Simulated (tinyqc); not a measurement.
Worked calculation: two-dimensional electron gas with Rashba and Dresselhaus coupling. Values are carried at full precision from step to step, so a last printed digit may differ when a step is redone from the rounded ones.

H = c k^2/m + al (ky sx - kx sy) + b1 (kx sx - ky sy) + gam kx ky (kx sy - ky sx), s the Pauli matrices, x = [100], c = hbar^2/2m0, b1 = gam (pi/L)^2 (hard walls). H = c k^2/m + B.s, so E = c k^2/m -/+ |B| and the lower state has its spin along -B.

Constants: hbar^2/2m0 = 3.80998211 eV angstrom^2; hbar = 6.58211957e-16 eV s.

Inputs chosen for the exercise (of the size met in InAs; not measured data): m = 0.0267 m0 (mass); al = 0.27 eV angstrom (Rashba constant); gam = 31.6 eV angstrom^3 (bulk Dresselhaus constant); L = 196 angstrom (width of the (001) well); n = 8.1 1e11/cm^2 (sheet density (one subband filled)); phi = 60 degrees (angle of k from [100]).

## Scales

b1; mean Fermi wave vector k0 = sqrt(2 pi n) (1e11/cm^2 = 1e-5/angstrom^2); E0 = c k0^2/m; b3 = gam k0^2/4; kR = al m/(2c) and ER = al kR/2, the shift and depth of a pure Rashba band.

b1 = 0.008118 eV angstrom
k0 = 0.02256 1/angstrom
E0 = 72.623 meV
b3 = 0.004021 eV angstrom
kR = 0.0009461 1/angstrom
ER = 0.1277 meV

The ratio al/(b1 - b3) is 65.89; kR is 4.2 % of k0.

## Spin-orbit field at one point of the Fermi circle

k = k0 (cos phi, sin phi). Form B, the splitting 2|B| and the direction of the lower spin, atan2(-By, -Bx).

Bx, By (meV): 5.2306  -3.1256

splitting = 12.1866 meV
direction of the lower spin = 149.1 degrees

## The matrix

H = [[E0, Bx - i By], [Bx + i By, E0]] in meV; diagonalise. Precession period h/(2|B|) = 2 pi hbar/(splitting).

H (meV):
```
,up,down
up,72.6234,5.2306+3.1256i
down,5.2306-3.1256i,72.6234
```

levels (meV): 66.5301  78.7167

period = 0.339 ps

## The two wave vectors at the energy E0 along this direction

Solve c k^2/m -/+ |B(k)| = E0. The spin turns by (k_outer - k_inner) per length, so a half turn takes pi/(difference).

k (1/angstrom): outer 0.023524, inner 0.021631

difference = 0.001892 1/angstrom
length of a half turn = 166.0 nm

For linear terms alone the difference is (m/c)|B|/k, whatever the energy: every electron along this direction turns alike, the basis of the spin transistor. The cubic term makes it depend on density.

## Checks

- Difference of the Fermi wave vectors without Dresselhaus terms against al m/c: both 0.0018921.

tinyqc: `OMP_NUM_THREADS=1 python tinyqc.py 1481109 1481110 out.jsonl`; about 0.01 s, one thread, shared Intel(R) Xeon(R) Processor @ 2.30GHz.
